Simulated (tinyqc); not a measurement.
## Sharing a fixed EOT between the layers

Without charge in the stack, a voltage of 0.6 V over an EOT of 1.6 nm gives F1 = (V/EOT)(3.9/e1) and F2 = F1 e1/e2; t2 = e2 (EOT/3.9 - t1/e1).

Values chosen for this exercise:
```
symbol  value  unit                           meaning
e1       4.01        relative permittivity of layer 1
e2       21.5        relative permittivity of layer 2
```

Result of one run:
```
t2 (nm),physical thickness (nm),drop over layer 1 (V),drop over layer 2 (V)
7.748,7.948,0.07294,0.5271
```

Which thickness of layer 1, next to the semiconductor t1 gave this result: 0, 0.2, 0.4, 0.6 or 1.4 nm?

t1 = 0.2 nm.

The whole series:
```
t1 (nm),t2 (nm),physical thickness (nm),drop over layer 1 (V),drop over layer 2 (V)
0,8.821,8.821,0,0.6000
0.2,7.748,7.948,0.07294,0.5271
0.4,6.676,7.076,0.1459,0.4541
0.6,5.604,6.204,0.2188,0.3812
0.8,4.531,5.331,0.2918,0.3082
1,3.459,4.459,0.3647,0.2353
1.2,2.387,3.587,0.4377,0.1623
1.4,1.314,2.714,0.5106,0.08940
```

Each 0.1 nm of layer 1 costs 0.536 nm of layer 2, so the physical thickness falls from 8.82 to 2.71 nm. The fields do not change, 3.65 MV/cm in layer 1 and 0.680 MV/cm in layer 2, and layer 1 takes half of the voltage at t1 = 0.823 nm.

Numbers from tinyqc (`OMP_NUM_THREADS=1 python tinyqc.py 2010149 2010150 out.jsonl`; about 0.01 s on one thread of a shared Intel Xeon 2.30GHz).
